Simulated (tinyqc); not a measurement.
Free and nearly free electrons in a metal: one step. Two plane waves near the face. Three cases, with inputs chosen for the exercise.

Question. Build H for k along G, diagonalise, and give the weight of the first wave in the lower state and its velocity along G relative to a free electron, (w k + (1 - w)(k - G))/k.

Two plane waves k and k - G, G = (111) (2 pi/a): H = [[c k^2/m, V], [V, c (k - G)^2/m]] with c = hbar^2/2m0.
Constants: hbar^2/2m0 = 3.80998211 eV angstrom^2.

Case 1.

Values chosen (near those of Ca; the results hold for these values, not for the real material): a = 5.569 angstrom (fcc lattice constant); m = 1 m0 (mass); V = 0.65 eV (|V_G| for G = (111)); x = 0.64 (k along G as a share of |G|/2).

Case 2.

Values chosen (near those of Ca; the results hold for these values, not for the real material): a = 5.527 angstrom (fcc lattice constant); m = 1.02 m0 (mass); V = 0.52 eV (|V_G| for G = (111)); x = 0.93 (k along G as a share of |G|/2).

Case 3.

Values chosen (near those of Cu, whose d bands this model ignores; the results hold for these values, not for the real material): a = 3.648 angstrom (fcc lattice constant); m = 1.03 m0 (mass); V = 1.89 eV (|V_G| for G = (111)); x = 0.89 (k along G as a share of |G|/2).

Give: H; levels; w; v/v_free.

Answer.

Case 1.

H (eV):
```
        1       2
1  1.4899  0.6500
2  0.6500  6.7277
```

levels (eV): 1.4104  6.8072

w = 0.9853
v/v_free = 0.9540

The splitting is 5.397 eV here and 2V = 1.3 eV on the face, where the normal velocity vanishes. There the lower band lies at 2.987 eV and the upper at 4.287 eV, both below the free EF of 4.703 eV: the face centre is filled in both bands and band 2 holds electrons here, while band 1 may keep holes at the zone corners.

Case 2.

H (eV):
```
        1       2
1  3.1313  0.5200
2  0.5200  4.1451
```

levels (eV): 2.9120  4.3644

w = 0.8490
v/v_free = 0.6753

The splitting is 1.452 eV here and 2V = 1.04 eV on the face, where the normal velocity vanishes. There the lower band lies at 3.100 eV and the upper at 4.140 eV, both below the free EF of 4.681 eV: the face centre is filled in both bands and band 2 holds electrons here, while band 1 may keep holes at the zone corners.

Case 3.

H (eV):
```
        1        2
1  6.5189   1.8900
2  1.8900  10.1401
```

levels (eV): 5.7122  10.9468

w = 0.8459
v/v_free = 0.6537

The splitting is 5.235 eV here and 2V = 3.78 eV on the face, where the normal velocity vanishes. There the lower band lies at 6.340 eV, below the free EF of 6.703 eV, so by this test the Fermi surface touches the face (V is large against EF, which it lowers, so the test is rough). The real noble metals have necks on these faces, through a gap of 4 to 5 eV at L and their d bands.

Computed by tinyqc, one run a case: `OMP_NUM_THREADS=1 python tinyqc.py N N+1 out.jsonl` with N = 1652102, 1652212, 1680521; one thread of a shared Intel(R) Xeon(R) Processor @ 2.30GHz, about 0.01 s a run at most.
